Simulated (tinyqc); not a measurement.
Static screening by free carriers: one step. Lindhard function at one q. Four cases, with inputs chosen for the exercise.

Task: Compare with Thomas-Fermi, 1 + (qTF/q)^2.

Lindhard at zero temperature: eps(q)/eps = 1 + (qTF/q)^2 L(x), x = q/(2 kF), L(x) = 1/2 + ((1 - x^2)/(4x)) ln|(1 + x)/(1 - x)|.

Case 1.

Values chosen (out of a larger set: a free-electron density near that of Ag; not measured data): q = 3.35 1/angstrom (wave vector).

kF = 1.211130 1/angstrom
qTF = 1.707064 1/angstrom

Case 2.

Values chosen (out of a larger set: a free-electron density near that of Al; not measured data): q = 3.87 1/angstrom (wave vector).

kF = 1.743511 1/angstrom
qTF = 2.048174 1/angstrom

Case 3.

Values chosen (out of a larger set: near those of Si; not measured data): q = 0.0137 1/angstrom (wave vector).

kF = 0.02656753 1/angstrom
qTF = 0.1022445 1/angstrom

Case 4.

Values chosen (out of a larger set: a free-electron density near that of Na; not measured data): q = 1.02 1/angstrom (wave vector).

kF = 0.9292447 1/angstrom
qTF = 1.495270 1/angstrom

Give: x; L(x); eps(q)/eps, Lindhard; eps(q)/eps, Thomas-Fermi.

Result:

Case 1.

x = 1.3830
L(x) = 0.1984
eps(q)/eps, Lindhard = 1.052
eps(q)/eps, Thomas-Fermi = 1.260

The carriers respond with 20 % of their long-wave strength at this q, beyond 2 kF, where no pair of states on the Fermi surface is joined by q.

Case 2.

x = 1.1098
L(x) = 0.3457
eps(q)/eps, Lindhard = 1.097
eps(q)/eps, Thomas-Fermi = 1.280

The carriers respond with 35 % of their long-wave strength at this q, beyond 2 kF, where no pair of states on the Fermi surface is joined by q.

Case 3.

x = 0.2578
L(x) = 0.9775
eps(q)/eps, Lindhard = 55.45
eps(q)/eps, Thomas-Fermi = 56.70

The carriers respond with 98 % of their long-wave strength at this q. The zero-temperature form is an exercise here: at the temperature of this gas EF is only 0.33 kT.

Case 4.

x = 0.5488
L(x) = 0.8926
eps(q)/eps, Lindhard = 2.918
eps(q)/eps, Thomas-Fermi = 3.149

The carriers respond with 89 % of their long-wave strength at this q.

Computed by tinyqc, one run a case: `OMP_NUM_THREADS=1 python tinyqc.py N N+1 out.jsonl` with N = 1681078, 1681165, 1681173, 1681182; one thread of a shared Intel(R) Xeon(R) Processor @ 2.30GHz, about 0.01 s a run at most.
